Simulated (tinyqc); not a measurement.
Full spectrum, Debye and Einstein heat capacities: Born-von Karman spring model of a cubic crystal with one atom per cell. Computed by tinyqc, a small Python program. Command: `OMP_NUM_THREADS=1 python tinyqc.py 3010245 3010246 out.jsonl springs walk`. One thread of a shared host (Intel(R) Xeon(R) Processor @ 2.30GHz), about 0.1 s of CPU time with the checks.

First neighbours lie at a/2 (1,1,0) (12 of them), second at a (1,0,0) (6), with all permutations and signs; the volume per atom is Omega = a^3/4. Two shells of springs match a real metal only roughly, above all at the zone boundary.

Inputs (values chosen for the exercise, modelled on copper):
```
quantity                value           unit
lattice constant a       3.61       angstrom
atomic mass M           63.55              u
radial spring k1L        1.73  eV/angstrom^2
transverse spring k1T  -0.083  eV/angstrom^2
radial spring k2L       0.022  eV/angstrom^2
transverse spring k2T  -0.011  eV/angstrom^2
```

Lattice: fcc.

Constants: 1 eV/angstrom^3 = 160.2176634 GPa; u = 1.6605390666e-27 kg; hbar = 1.054571817e-34 J s; k_B = 1.380649e-23 J/K; nu for 1 eV/(angstrom^2 u) = 15.6333042 THz; h x 1 THz = 4.135667696 meV; k_B = 8.617333262e-05 eV/K.

Method:
- [ij,kl] = (1/(2 Omega)) sum_R K_ij R_k R_l; C11 = [xx,xx], C44 = [xx,yy], C12 = 2 [xy,xy] - C44; B = (C11 + 2 C12)/3; Zener ratio A = 2 C44/(C11 - C12). K(R) = kL n n^T + kT (1 - n n^T).
- rho = M/Omega and v = sqrt(C/rho), with C = C11, C44, C44 along [100]; (C11 + C12 + 2 C44)/2, C44, (C11 - C12)/2 along [110]; (C11 + 2 C12 + 4 C44)/3 and twice (C11 - C12 + C44)/3 along [111].
- Christoffel matrix G_xx = C11 n_x^2 + C44 (1 - n_x^2), G_xy = (C12 + C44) n_x n_y, with eigenvalues rho v^2; v_m^-3 is the mean of v^-3 over three branches and all directions (12 Gauss-Legendre points in cos(theta) times 24 angles phi = (j + 1/2) pi/12); q_D = (6 pi^2/Omega)^(1/3); Theta = hbar v_m q_D/k_B.
- A neighbour at R with unit vector n couples by the matrix K(R) = kL n n^T + kT (1 - n n^T), and D(q) = (1/M) sum_R K(R) [1 - cos(q.R)].
- An eigenvalue lambda of D in eV/(angstrom^2 u) gives nu = 15.6333042 THz x sqrt(lambda).
- Mesh: q = sum_i (m_i + 1/2)/n b_i, m_i = 0..n-1, with b = [[-1, 1, 1], [1, -1, 1], [1, 1, -1]] in 2 pi/a; sums are averages over the n^3 points (here n = 14), per atom.
- With x = h nu/(k_B T) and n = 1/(exp(x) - 1) for each mode: F = k_B T [x/2 + ln(1 - exp(-x))], U = k_B T x (n + 1/2), S/k_B = x n - ln(1 - exp(-x)), C/k_B = x^2 n (n + 1).
- Debye: C = 9 k_B (T/Theta)^3 int_0^(Theta/T) x^4 e^x/(e^x - 1)^2 dx with the elastic Theta. Einstein: three modes at the root-mean-square frequency. The last column is the Theta that makes the Debye formula give the full C at that T.

elastic Debye temperature = 324.021 K

root-mean-square frequency = 4.9050 THz

Heat capacity (k_B/atom):
```
T (K)  full spectrum   Debye  Einstein  Theta from C (K)
39            0.4940  0.3763    0.2626            290.66
58            1.0792  0.9134    0.8838            294.40
81            1.6571  1.5091    1.5505            297.94
110           2.1232  2.0154    2.0762            300.32
160           2.5265  2.4647    2.5127            302.10
240           2.7738  2.7434    2.7706            303.07
320           2.8693  2.8517    2.8683            303.43
490           2.9432  2.9354    2.9430            303.70
```

What does the comparison show, and why?

The apparent Theta runs from 291 to 304 K against the elastic 324 K; at high T it tends to sqrt(5/3) h nu_rms/k_B = 304 K. At the lowest T the Debye value is 0.76 and the Einstein value 0.53 times the full one; dispersion bends the branches below the sound lines, so the real spectrum has more low modes than Debye assumes. At the highest T Debye misses by 0.26 % and Einstein by 0.0068 %.

Extremes, crossings and ranges named in words are read from the listed rows.
